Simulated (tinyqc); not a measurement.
X-ray photoelectron analysis of a thin oxide on a semiconductor: attenuation lengths, thickness, angle series and band offsets: one step, computed by the program tinyqc. Command: `OMP_NUM_THREADS=1 python tinyqc.py 3111441 3111442 out.jsonl xps walk`. One thread of a shared host (Intel(R) Xeon(R) Processor @ 2.30GHz), about 0.01 s of CPU time with the checks.

The same element is seen in the oxide and in the substrate, at nearly the same kinetic energy; films are flat and uniform, and the work function is ignored.

Problem. Band offsets by core levels. Valence band offset = (E_core - E_v)(substrate) - (E_core - E_v)(oxide) + (core level separation at the interface, oxide less substrate). The separation is made here from the given offset; a uniform field F that raises the binding energy towards the surface shifts the oxide peak by e F <z>, <z> = d/(1 - exp(-x)) - d/x, x = d/(L_o cos theta), being the mean distance from the interface. Conduction band offset = oxide gap - substrate gap - valence band offset.

Inputs (values chosen for the exercise, modelled on SiO2 on 4H-SiC):
```
quantity,value,unit
oxide gap,8.95,eV
substrate gap,3.26,eV
oxide thickness d,1.9,nm
valence band offset used to make the data,3,eV
"core level less valence band top, substrate",98.88,eV
"core level less valence band top, thick oxide",98.57,eV
field in the oxide,0.68,MV/cm
```

d/(L_o cos theta) = 0.5361400

Give: separation without field; <z>; separation with field; apparent valence band offset; true conduction band offset; apparent conduction band offset.

Solution.

separation without field = 2.69 eV

<z> = 1.034 nm

separation with field = 2.760 eV

apparent valence band offset = 3.070 eV

true conduction band offset = 2.69 eV

apparent conduction band offset = 2.620 eV

The field biases both offsets by 0.070 eV, in opposite directions.
